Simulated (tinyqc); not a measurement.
Energy against coordination: Tersoff bond-order potential. Computed by tinyqc, a small Python program. Command: `OMP_NUM_THREADS=1 python tinyqc.py 3017984 3017985 out.jsonl tersoff walk`. One thread of a shared host (Intel(R) Xeon(R) Processor @ 2.30GHz), about 0.01 s of CPU time with the checks.

E = (1/2) sum_(i, j != i) [A exp(-lambda r_ij) - b_ij B exp(-mu r_ij)], b_ij = (1 + (beta zeta_ij)^n)^(-1/(2n)), zeta_ij = sum_(k != i, j) g(theta_ijk), g = 1 + c^2/d^2 - c^2/(d^2 + (h - cos theta)^2), with theta at atom i. Only nearest neighbours count (cut-off function 1 for them, 0 beyond).

Inputs (values chosen for the exercise, modelled on carbon):
```
quantity     value        unit
A           1389.4          eV
B           353.64          eV
lambda      3.4879  1/angstrom
mu          2.2119  1/angstrom
beta      1.62e-07           -
n           0.7238           -
c            37350           -
d            4.404           -
h          -0.5603           -
```

Method. Angles seen from one bond (cos theta: count): chain -1: 1; graphitic -1/2: 2; diamond -1/3: 3; square net 0: 2, -1: 1; simple cubic 0: 4, -1: 1; bcc 1/3: 3, -1/3: 3, -1: 1; fcc 1/2: 4, 0: 2, -1/2: 4, -1: 1. With z equal bonds of order b, r = ln(lambda A/(mu b B))/(lambda - mu) and E per atom = -(z/2) b B exp(-mu r)(1 - mu/lambda).

Relaxed structures:
```
structure      z        zeta       b  r (angstrom)  E per atom (eV)  E per bond (eV)
dimer          1           0  1.0000        1.4293          -2.7403          -5.4807
chain          2  7.0990e+05  0.8771        1.5321          -3.8299          -3.8299
graphitic      3  2.6965e+04  0.9867        1.4398          -7.9253          -5.2835
diamond        4  5.7159e+05  0.8927        1.5183          -8.0364          -4.0182
square net     4  3.0012e+06  0.7248        1.6815          -4.5482          -2.2741
simple cubic   6  5.2926e+06  0.6431        1.7753          -4.9195          -1.6398
bcc            8  9.8146e+06  0.5464        1.9030          -4.2010          -1.0502
fcc           12  1.8818e+07  0.4439        2.0659          -3.5707          -0.5951
```

The lowest are diamond, graphitic and simple cubic, the first two 0.111 eV apart. The bond order falls from 1 to 0.444 and the bond weakens from -5.48 to -0.60 eV, as b^(lambda/(lambda - mu)) with exponent 2.73. With the same z = 4 the square net lies 3.49 eV above diamond, from its angles alone. Caution: in bcc and other dense structures second neighbours can fall inside the usual cut-off; they are left out here.

Extremes, crossings and ranges named in words are read from the listed rows.
